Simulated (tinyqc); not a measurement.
# One-dimensional ballistic tunnel FET, two-band WKB, step by step

tinyqc, about 0.01 s, one thread, Intel Xeon 2.30GHz (shared host): `OMP_NUM_THREADS=1 python tinyqc.py 2620160 2620161 out.jsonl` Printed values are rounded.

A p-type source for x < 0 with its Fermi level at 0 and its valence edge at ds; in the channel the bands fall as D exp(-x/lam) towards their flat values, with the conduction edge at Ec = ds - dP and D = dP + Eg. The gate moves dP one to one. The drain Fermi level lies at -Vd and the drain side reflects nothing. For w = E - Ec between 0 and dP an electron crosses the gap. Two-band dispersion with equal masses m: inside the gap kappa = sqrt(m u (1 - u/Eg)/C), u the distance from a band edge, C = hbar^2/(2 m0).

Parameters, values chosen for the exercise; band and dielectric values close to those of indium arsenide:

| symbol | value | unit | meaning |
|---|---|---|---|
| T | 350 | K | temperature |
| Eg | 0.35 | eV | band gap |
| m | 0.026 | m0 | band-edge mass of the two-band model |
| lam | 5.9 | nm | screening length of the source junction |
| ds | 0.05 | eV | source valence edge above the source Fermi level |
| Vd | 0.5 | V | drain bias |
| g | 2 |  | number of degenerate subbands (spin apart) |
| dP | 0.15 | eV | tunnelling window Ev(source) - Ec(channel) |
| w0 | 0.094 | eV | energy above the channel conduction edge |
| nc | 7 |  | cells of the path |
| nE | 11 |  | points of the energy grid |

Constants: q = 1.602176634e-19 C, kB = 1.380649e-23 J/K, hbar = 1.054571817e-34 J s, h = 6.62607015e-34 J s, m0 = 9.1093837015e-31 kg, Vt = kB T/q, hbar^2/(2 m0) = 0.0380998212 eV nm^2. Results are converted to the units shown.

## The path through the gap by the midpoint rule

At w = w0 the path runs from xa = lam ln(D/(w + Eg)) to xb = lam ln(D/w); u(x) = w + Eg - D exp(-x/lam) is the height above the valence edge. Cut it into nc equal cells: S = 2 (cell width) times the sum of kappa at the centres.

xa = 0.700823 nm
xb = 9.86075 nm

```
cell   x (nm)    u (eV)  kappa (1/nm)
0     1.35510  0.046605      0.166040
1     2.66366  0.125654      0.234444
2     3.97222  0.188978      0.243579
3     5.28079  0.239706      0.227042
4     6.58935  0.280344      0.195127
5     7.89791  0.312897      0.150451
6     9.20647  0.338976      0.085359
```

S = 3.40760

## The exponent in closed form

S(w) = 2 lam int_0^Eg kappa(u) du/(w + Eg - u) = 2 pi lam sqrt(m/(C Eg)) [w + Eg/2 - sqrt(w (w + Eg))], T(w) = exp(-S). The common triangular estimate is S = (4/3) lam sqrt(m/C) Eg^1.5/(dP + Eg) for all w.

S(w0) = 3.34941
T(w0) = 0.0351051
triangular S = 2.69121

The midpoint value is 1.7 % above the closed form, and the triangular estimate 20 % below it.

## Current on a coarse grid

S(w) = 2 lam int_0^Eg kappa(u) du/(w + Eg - u) = 2 pi lam sqrt(m/(C Eg)) [w + Eg/2 - sqrt(w (w + Eg))], T(w) = exp(-S). I = g (2 q^2/h) int_0^dP T(w) [f(E) - f(E + Vd)] dw, E = ds - dP + w, f(x) = 1/(1 + exp(x/Vt)). Simpson's rule on nE equally spaced points.

```
point    w (eV)        T(w)  difference of the f
0      0.000000  1.16386e-4             0.964958
1      0.015000  0.00246662             0.943653
2      0.030000  0.00619086             0.910593
3      0.045000   0.0112577             0.860993
4      0.060000   0.0174987             0.790216
5      0.075000   0.0247424             0.696121
6      0.090000   0.0328266             0.582138
7      0.105000   0.0416034             0.458650
8      0.120000   0.0509414             0.340040
9      0.135000   0.0607254             0.238585
10     0.150000   0.0708553             0.160059
```

I = 0.290167 uA

A converged quadrature gives 0.2902 uA; this grid is 0.019 % below that.
